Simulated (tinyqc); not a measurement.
The size of the error: propagation of a band-gap error through k.p and effective-mass formulas.

Chain, for a gap E (the reference Eg or another value), with Ep and Dso kept: 1/me = 1 + Ep (E + 2 Dso/3)/(E (E + Dso)); g* = 2 - 2 Ep Dso/(3 E (E + Dso)); g1(E) = g1 + (Ep/3)(1/E - 1/Eg), g2(E) = g2 + (Ep/6)(1/E - 1/Eg), light hole 1/(g1 + 2 g2), heavy hole 1/(g1 - 2 g2) along [100]; optical constant ei(E) = 1 + (ei - 1)(EP/(EP + E - Eg))^2, static e0(E) = ei(E) + e0 - ei.

Donor: R = Ry me/e0^2, a_B = a0 e0/me, Mott density (0.26/a_B)^3. Nc, Nv = 2 (m kT/(4 pi c))^(3/2), c = hbar^2/2m0, ni = sqrt(Nc Nv) exp(-E/2kT). Exciton: Ry mu/e0^2 with 1/mu = 1/me + g1(E). 1 angstrom^-3 = 1e24 cm^-3.

Constants: Ry = 13.60569312 eV; a0 (Bohr radius) = 0.5291772105 angstrom; kB = 8.617333262e-05 eV/K; hbar^2/2m0 = 3.80998211 eV angstrom^2.

Parameters, chosen for this exercise (reference values near those of ZnSe, gap at low temperature; the results hold for these values, not for the real material):
- Eg = 2.832 eV (gap at Gamma to the s-like level)
- Dso = 0.406 eV (spin-orbit splitting)
- Ep = 23.8 eV (Kane energy)
- g1 = 3.77 (Luttinger gamma1)
- g2 = 1.24 (gamma2)
- e0 = 8.66 (static dielectric constant)
- ei = 5.87 (optical dielectric constant)
- EP = 7.25 eV (mean (Penn) gap)
- mh = 0.37 m0 (density-of-states mass of the holes)
- T = 77 K (temperature)

E = f Eg; ratios against f = 1.

Results:
```
f     E (eV)  me ratio  light-hole ratio  e0 ratio  donor ratio  Mott ratio      g*  log10 ni ratio
0.25   0.708     0.296             0.271     1.563        0.121     0.00683  -6.168           69.11
0.40   1.133     0.449             0.427     1.397        0.230      0.0332  -1.696           55.35
0.80   2.266     0.825             0.817     1.099        0.683       0.423   0.936           18.47
1.00   2.832     1.000             1.000     1.000        1.000        1.00   1.298            0.00
1.20   3.398     1.167             1.176     0.921        1.375        2.03   1.502          -18.49
1.50   4.248     1.406             1.426     0.831        2.035        4.84   1.674          -46.23
2.00   5.664     1.772             1.812     0.728        3.340        14.4   1.813          -92.49
```

Give the missing row, f = 0.60.

Computed row:
```
f     E (eV)  me ratio  light-hole ratio  e0 ratio  donor ratio  Mott ratio     g*  log10 ni ratio
0.60   1.699     0.642             0.626     1.228        0.426       0.143  0.199           36.93
```

Between f = 0.8 and 1.2 the mean powers d ln(ratio)/d ln f are 0.86 for me, 0.90 for the light hole, -0.44 for e0, 1.73 for the donor energy and 3.87 for the Mott density; ni moves by -3.26 decades per 0.1 eV, against -0.1 eV/(2 kT ln 10) = -3.27 from the exponential alone, the rest coming from Nc through me^(3/4). g* changes sign between f = 0.40 and 0.60; the place of this zero hangs on remote bands, which are left out.

(tinyqc, `OMP_NUM_THREADS=1 python tinyqc.py 1880758 1880759 out.jsonl`, Intel(R) Xeon(R) Processor @ 2.30GHz, 1 thread, shared host, about 0.01 s.)
